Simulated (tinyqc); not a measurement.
Field-effect mobility of a thin-film transistor with band-tail and deep states (multiple trapping). Changing the tail density at the edge g_t. Computed by tinyqc, a small Python program. Command: `OMP_NUM_THREADS=1 python tinyqc.py 3019476 3019477 out.jsonl tft sweep`. One thread of a shared host (Intel(R) Xeon(R) Processor @ 2.30GHz), about 0.2 s of CPU time with the checks.

A thick film in accumulation at small drain voltage. Only free electrons move; trapped ones still screen the gate. N_c and mu_0 are held fixed when T changes, leaving out the T^(3/2) growth of N_c. x = E_0 - psi is the distance of the Fermi level below the band edge.

Inputs (values chosen for the exercise, modelled on polycrystalline silicon):

| quantity | value | unit |
|---|---|---|
| permittivity eps | 11.7 | - |
| effective density of states N_c | 3e+19 | 1/cm^3 |
| band mobility mu_0 | 160 | cm^2/(V s) |
| tail width E_t | 40 | meV |
| deep-state density g_d | 5.4e+15 | 1/(eV cm^3) |
| flat-band Fermi level below the edge, E_0 | 0.52 | eV |
| equivalent oxide thickness t | 130 | nm |
| surface band bending psi_s as a fraction of E_0 | 0.93 | - |
| temperature T | 350 | K |

Deep states: included.

Constants: k_B = 8.617333262e-05 eV/K; e = 1.602176634e-19 C; eps_0 = 8.8541878128e-12 F/m.

Method:
- F_j(eta) = int_0^infinity x^j/(1 + exp(x - eta)) dx, without a gamma-function factor.
- Integrals over x = E/(k_B T) use 160 Gauss-Legendre points in u = sqrt(x) from 0 to sqrt(max(eta, 0) + 32).
- Free n(x) = N_c (2/sqrt(pi)) F_1/2(-x/k_B T), with F_1/2 from its two-term series in exp(-x/k_B T) for x >= 12 k_B T; tail n_t(x) = int_0^1.2eV g_t exp(-E/E_t)/(1 + exp((x - E)/k_B T)) dE, E counted down from the edge, 120 Gauss-Legendre points; deep charge g_d psi; space charge rho(psi) = n + n_t + g_d psi less its value at psi = 0.
- Poisson: F(psi) = sqrt((2 e/(eps eps_0)) int_0^psi rho dpsi'); V_G - V_FB = psi_s + eps F(psi_s) t/3.9; free sheet density N_f = int (n - n(E_0))/F dpsi; induced sheet density N_i = eps eps_0 F(psi_s)/e; trapezoid rule on 301 even points in psi, the first interval left out of N_f.
- mu_eff = mu_0 N_f/N_i; field-effect mobility mu_FE = mu_0 e (dN_f/dV_G)/C_ox and swing S = dV_G/dlog10(N_f), by a central difference of +/- 2 mV in psi_s; C_ox = 3.9 eps_0/t.

One run for each value:

| tail density at the edge g_t (1/(eV cm^3)) | effective mobility mu_eff (cm^2/(V s)) | V_G - V_FB (V) | swing S (mV/decade) | induced sheet density N_i (1/cm^2) |
|---|---|---|---|---|
| 2.60e+19 | 132.61 | 12.11 | 2.3735e+04 | 1.9272e+12 |
| 7.00e+19 | 107.68 | 13.06 | 2.2939e+04 | 2.0844e+12 |
| 1.90e+20 | 72.12 | 15.34 | 2.2666e+04 | 2.4627e+12 |
| 1.30e+21 | 18.16 | 28.76 | 3.0844e+04 | 4.6879e+12 |
| 3.60e+21 | 7.14 | 45.19 | 4.4872e+04 | 7.4126e+12 |
| 9.70e+21 | 2.73 | 72.46 | 6.9716e+04 | 1.1933e+13 |
| 2.60e+22 | 1.03 | 117.45 | 1.1169e+05 | 1.9392e+13 |

Give the missing row, tail density at the edge g_t (1/(eV cm^3)) = 5.00e+20.

Computed row; columns: (1) tail density at the edge g_t (1/(eV cm^3)); (2) effective mobility mu_eff (cm^2/(V s)); (3) V_G - V_FB (V); (4) swing S (mV/decade); (5) induced sheet density N_i (1/cm^2):
```
(1)         (2)    (3)         (4)         (5)
5.00e+20  39.31  20.04  2.4624e+04  3.2417e+12
```

Interpolating between the two neighbouring rows (the first column on a logarithmic scale, the others too where they are positive) misses most in effective mobility mu_eff (cm^2/(V s)), by 8.3 %. Over the rows, effective mobility mu_eff (cm^2/(V s)) falls from 133 to 1.03 (exponent d ln y / d ln x -0.21 between the first rows and -0.99 between the last); V_G - V_FB (V) rises from 12.1 to 117 (exponent d ln y / d ln x 0.076 between the first rows and 0.49 between the last); swing S (mV/decade) goes from 23700 through a minimum among these rows, 22700 at 1.90e20, to 112000. At the high end the exponent of effective mobility mu_eff is -0.99, close to -1: the tail holds nearly all the charge. At the high end the exponent of induced sheet density N_i is 0.49, close to 0.50: the field grows as the square root of the space charge.

Caution (rows 9.70e21, 2.60e22): the oxide field exceeds 5 MV/cm, near the limit of use.

Extremes, crossings and ranges named in words are read from the listed rows.
